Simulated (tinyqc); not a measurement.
## Ballistic Schottky-barrier transistor with a two-dimensional channel, WKB contacts: effect of the screening length

Source Fermi level 0, drain Fermi level -Vd. Far from the contacts Ec = pn - psi, and the gate moves psi one to one; the band edges relax as exp(-x/lam) from pn at the source and pn - Vd at the drain; Ev = Ec - Eg. A carrier of energy w inside the channel band meets at a contact a barrier of height D (the contact edge beyond the channel edge): T = 1 for w >= D, else exp(-S), S = 4 lam sqrt(m/C) [sqrt(D - w) - sqrt(w) arctan sqrt((D - w)/w)], C = hbar^2/(2 m0). The two contacts combine as Ts Td/(Ts + Td - Ts Td).

I/W = g (2 q^2/h) int T(w) [N(Es + w) - N(Ed + w)] dw with w the energy of motion along the channel, N(y) = (1/2 pi) sqrt(pi m kB T/C) Fm(-y/kB T), Fm(x) = (1/sqrt(pi)) int_0^infinity u^(-1/2)/(1 + exp(u - x)) du. Electrons: Ds = psi, Dd = psi - Vd, Es = Ec, Ed = Ec + Vd. Holes: Ds = -psi, Dd = Vd - psi, Es = -Ev, Ed = -Ev - Vd. The size of each current is taken; both flow from drain to source and add. The integrals are converged.

Values chosen for this exercise; channel values close to those of an ultrathin silicon body with silicide contacts: temperature T = 300 K; barrier for electrons at both contacts pn = 0.34 eV; electron mass mn = 0.18 m0; valleys or subbands g = 2; drain bias Vd = 0.1 V; band shift psi of the channel by the gate ps = 0.41 V.

Constants: q = 1.602176634e-19 C, kB = 1.380649e-23 J/K, hbar = 1.054571817e-34 J s, h = 6.62607015e-34 J s, m0 = 9.1093837015e-31 kg, Vt = kB T/q, hbar^2/(2 m0) = 0.0380998212 eV nm^2. Results are converted to the units shown.

Effect of the screening length:
```
lam (nm)  current of the electrons (uA/um)  share over the barriers (%)  |d psi/d log10| of this current (mV/decade)
0.5                                  219.5                     3.422e-4                                        139.0
1.6                                  16.37                     0.004588                                        126.4
2.6                                  2.857                      0.02629                                        125.3
3.7                                 0.6569                       0.1143                                        134.9
4.8                                 0.2176                       0.3451                                        153.2
5.9                                0.09476                       0.7924                                        177.4
6.9                                0.05297                        1.418                                        202.8
8                                  0.03207                        2.341                                        233.0
```

The current falls from 219 to 0.0321 uA/um, while the share over the barriers rises from 3.42e-4 to 2.34 %: the thermionic part does not depend on lam, and a thinner barrier adds tunnelling. The swing goes from 139 through a minimum of 125 (at lam = 2.6 nm among the rows listed) to 233 mV/decade.

Range of the model: No scattering, image-force lowering, channel charge or band-to-band tunnelling; parabolic kappa overstates S deep in the gap.

Program tinyqc, `OMP_NUM_THREADS=1 python tinyqc.py 2390061 2390062 out.jsonl`; Intel Xeon 2.30GHz, shared host, one thread, about 0.4 s.
